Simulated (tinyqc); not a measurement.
Worked calculation: CIS and TDHF on RHF in the sto-3g basis, for H3+, spin multiplicity 1. Computed by tinyqc, a small Python program that keeps every step (integrals from PySCF). Settings: charge = 1, multiplicity = 1, basis = sto-3g, method = RHF, energy threshold = 1e-10, iteration cap = 73, orthogonalisation = symmetric, start = atomic densities, DIIS depth = 6, TDHF = 1. Command: `OMP_NUM_THREADS=1 python tinyqc.py 29929 29930 out.jsonl` (the two numbers bound the seeds that draw the settings). One thread of a shared host (Intel(R) Xeon(R) Processor @ 2.60GHz), about 0.04 s of CPU time with the checks. The early iterations of the SCF are left out here.

## One-electron integrals

Geometry (angstrom):
```
atom         x         y         z
H     0.000000  0.000000  0.000000
H     0.000000  0.000000  0.909000
H     0.000000  0.788000  0.455000
```

Basis sto-3g: exponents (1/bohr^2) and contraction coefficients of normalised primitives:
```
element  l (shell)  exponent  coefficient
H            s (1)  3.425251     0.154329
H            s (1)  0.623914     0.535328
H            s (1)  0.168855     0.444635
```

Overlap, kinetic and nuclear-attraction integrals over the contracted functions; the nuclear repulsion is the sum of Za Zb / Rab.

nuclear repulsion = 1.74559149 hartree

overlap S:
```
          1H 1s     2H 1s     3H 1s
1H 1s  1.000000  0.551589  0.551013
2H 1s  0.551589  1.000000  0.551323
3H 1s  0.551013  0.551323  1.000000
```

kinetic energy T (hartree):
```
          1H 1s     2H 1s     3H 1s
1H 1s  0.760032  0.148606  0.148190
2H 1s  0.148606  0.760032  0.148414
3H 1s  0.148190  0.148414  0.760032
```

nuclear attraction V (hartree):
```
           1H 1s      2H 1s      3H 1s
1H 1s  -2.339304  -1.249149  -1.247632
2H 1s  -1.249149  -2.339560  -1.248449
3H 1s  -1.247632  -1.248449  -2.339085
```

core Hamiltonian H = T + V (hartree):
```
           1H 1s      2H 1s      3H 1s
1H 1s  -1.579272  -1.100543  -1.099443
2H 1s  -1.100543  -1.579528  -1.100035
3H 1s  -1.099443  -1.100035  -1.579053
```

## Two-electron integrals

Functions are numbered as in S; the eight-fold symmetry (ij|kl) = (ji|kl) = (kl|ij) leaves the list below.

Two-electron integrals (ij|kl) in chemists' order, unique and non-zero (hartree):
```
(11|11) 0.774606   (21|11) 0.353349   (21|21) 0.199376   (22|11) 0.508661
(22|21) 0.353349   (22|22) 0.774606   (31|11) 0.352881   (31|21) 0.181823
(31|22) 0.291266   (31|31) 0.198913   (32|11) 0.291366   (32|21) 0.181919
(32|22) 0.353133   (32|31) 0.181741   (32|32) 0.199162   (33|11) 0.508339
(33|21) 0.291452   (33|22) 0.508513   (33|31) 0.352881   (33|32) 0.353133
(33|33) 0.774606
```

## Orthogonalisation

S = U s U^T; symmetric (Loewdin) form X = U s^(-1/2) U^T, so that X^T S X = 1.

eigenvalues of S: 0.448359  0.449024  2.102617

X:
```
           1H 1s      2H 1s      3H 1s
1H 1s   1.225123  -0.268106  -0.267374
2H 1s  -0.268106   1.225367  -0.267768
3H 1s  -0.267374  -0.267768   1.224914
```

## Iteration 4 (converged): orbitals

converged F (hartree):
```
           1H 1s      2H 1s      3H 1s
1H 1s  -0.846122  -0.830116  -0.829500
2H 1s  -0.830116  -0.846389  -0.829831
3H 1s  -0.829500  -0.829831  -0.845893
```

Diagonalise F' = X^T F X, C = X C', fill 1 alpha and 1 beta electrons from the bottom; D = 2 C_occ C_occ^T. Each column has its largest component positive (the first on a tie).

F' = X^T F X (hartree):
```
           1          2          3
1  -0.421494  -0.385480  -0.384746
2  -0.385480  -0.421451  -0.385141
3  -0.384746  -0.385141  -0.421531
```

orbital energies (hartree): MO1 -1.191737, MO2 -0.036817, MO3 -0.035923

coefficients C:
```
            MO1        MO2        MO3
1H 1s  0.398153  -0.880360  -0.843052
2H 1s  0.398329  -0.289124   1.184418
3H 1s  0.398002   1.169796  -0.341723
```

D after iteration 4:
```
          1H 1s     2H 1s     3H 1s
1H 1s  0.317052  0.317192  0.316932
2H 1s  0.317192  0.317332  0.317072
3H 1s  0.316932  0.317072  0.316812
```

## Convergence

Stop when the energy changes by less than 1e-10 hartree and every element of the error matrix X^T (F D S - S D F) X is below 3e-06.

Course of the cycle:
```
iteration  E (hartree)     change  largest element of the error matrix
1          -0.69697489          -                             1.40e-04
2          -1.24357207  -5.47e-01                             2.30e-05
3          -1.24357207  -3.73e-10                             5.56e-06
4          -1.24357207  -2.32e-11                             1.09e-08
```

PySCF RHF in the same basis = -1.24357207 hartree

Converged in 4 iterations.

## Integrals over molecular orbitals

(pq|rs) = sum C_ip C_jq C_kr C_ls (ij|kl), one index at a time.

one-electron integrals over orbitals h = C^T H C (hartree):
```
           1          2          3
1  -1.797426   0.000075  -0.000086
2   0.000075  -1.068486   0.000000
3  -0.000086   0.000000  -1.067847
```

Two-electron integrals over orbitals (pq|rs), unique and non-zero (hartree):
```
(11|11) 0.605689    (21|11) -0.000075   (21|21) 0.143781    (22|11) 0.587725
(22|21) 0.060446    (22|22) 0.667858    (31|11) 0.000086    (31|21) 1.88e-08
(31|22) -0.069010   (31|31) 0.143783    (32|11) 3.21e-08    (32|21) -0.069087
(32|22) -0.000058   (32|31) -0.060422   (32|32) 0.073155    (33|11) 0.587853
(33|21) -0.060489   (33|22) 0.521611    (33|31) 0.069059    (33|32) 0.000058
(33|33) 0.667921
```

## CIS matrix, singlets

A(ia,jb) = (e_a - e_i) d_ij d_ab + 2 (ia|jb) - (ij|ab).

CIS matrix A, singlet (hartree):
```
          1>2       1>3
1>2  0.854758  0.000000
1>3  0.000000  0.855527
```

## CIS singlet states

dipole integrals <i|r|a> (bohr):
```
            x          y         z
1>2  0.000000   0.884669  0.258478
1>3  0.000000  -0.258374  0.884314
```

Diagonalise A (1 hartree = 27.211386 eV); each vector has its largest component positive (the first on a tie). The transition dipole is mu = sqrt2 sum c_ia <i|r|a>.

singlet excitation energies (eV): 23.259138  23.280069

lowest vectors:
```
       state 1   state 2
1>2   1.000000  0.000007
1>3  -0.000007  1.000000
```

oscillator strengths 2/3 w |mu|^2: 0.968099  0.968193

## TDHF (RPA) singlet states

B(ia,jb) = 2 (ia|jb) - (ib|ja); the squared energies are the eigenvalues of (A - B)(A + B); 1 hartree = 27.211386 eV.

TDHF matrix B, singlet (hartree):
```
          1>2       1>3
1>2  0.143781  0.000000
1>3  0.000000  0.143783
```

squared energies w^2 (hartree^2): 0.709937  0.711253

TDHF energies from the positive w^2 (eV): 22.927711  22.948937

## CIS matrix, triplets

A(ia,jb) = (e_a - e_i) d_ij d_ab - (ij|ab).

CIS matrix A, triplet (hartree):
```
          1>2       1>3
1>2  0.567195  0.000000
1>3  0.000000  0.567961
```

## CIS triplet states

Diagonalise A (1 hartree = 27.211386 eV); each vector has its largest component positive (the first on a tie).

triplet excitation energies (eV): 15.434163  15.455008

lowest vectors:
```
      state 1    state 2
1>2  1.000000  -0.000042
1>3  0.000042   1.000000
```

## TDHF (RPA) triplet states

B(ia,jb) = - (ib|ja); the squared energies are the eigenvalues of (A - B)(A + B); 1 hartree = 27.211386 eV.

TDHF matrix B, triplet (hartree):
```
           1>2        1>3
1>2  -0.143781   0.000000
1>3   0.000000  -0.143783
```

squared energies w^2 (hartree^2): 0.301037  0.301906

TDHF energies from the positive w^2 (eV): 14.930031  14.951568
